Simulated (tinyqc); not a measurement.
Inside a calculation. Model: chip with leakage that grows with temperature, electro-thermal loop and runaway.

Numbers from tinyqc (`OMP_NUM_THREADS=1 python tinyqc.py 2520121 2520122 out.jsonl`; about 0.01 s on one thread of a shared Intel Xeon 2.30GHz). Printed values are rounded.

One temperature T for the device, T = T0 + Rth P(T), with P(T) = Pd + Pl (T/300 K)^2 exp[(q Ea/kB)(1/(300 K) - 1/T)]. The loop gain is Rth dP/dT; a solution is thermally stable when it is below one.

Parameters, values chosen for the exercise: ambient temperature T0 = 300 K; temperature-independent switching power Pd = 35 W; leakage power at 300 K Pl = 0.078 W; activation energy of the leakage Ea = 0.65 eV; thermal resistance Rth = 1.1 K/W.

Constants: q = 1.602176634e-19 C, kB = 1.380649e-23 J/K. Results are converted to the units shown.

## Iteration 1: temperature by substitution

T at the start = 300 K

P(T) = Pd + Pl (T/300 K)^2 exp[(q Ea/kB)(1/(300 K) - 1/T)]; T(new) = T0 + Rth P(T).

P = 35.07800 W
T after iteration 1 = 338.5858 K

## Iteration 2: temperature by substitution

As before.

P = 36.74420 W
T after iteration 2 = 340.4186 K

## Course of the iteration: temperature by substitution

Stop when T changes by less than 1e-6 K, or after 200 iterations.

Course of the iteration:
```
iteration     T (K)  |change| (K)
1          338.5858          38.6
2          340.4186          1.83
3          340.6866         0.268
4          340.7285        0.0419
5          340.7352       6.63e-3
6          340.7362       1.05e-3
7          340.7364       1.66e-4
8          340.7364       2.64e-5
9          340.7364       4.18e-6
10         340.7364       6.62e-7
```

Converged in 10 iterations. At the end each change is about 0.16 times the one before: linear convergence.

## Loop gain and effective thermal resistance

converged T = 340.7364 K

P(T) = Pd + Pl (T/300 K)^2 exp[(q Ea/kB)(1/(300 K) - 1/T)]; P'(T) = (P - Pd)(2/T + q Ea/(kB T^2)); G = Rth P'. A small change of T0 changes T by 1/(1 - G) times as much.

P = 37.03312 W
G = 0.1584246
dT/dT0 = 1.188248

The feedback is positive: heating raises the power. A second, unstable solution lies at 392.0 K; above it the temperature runs away.
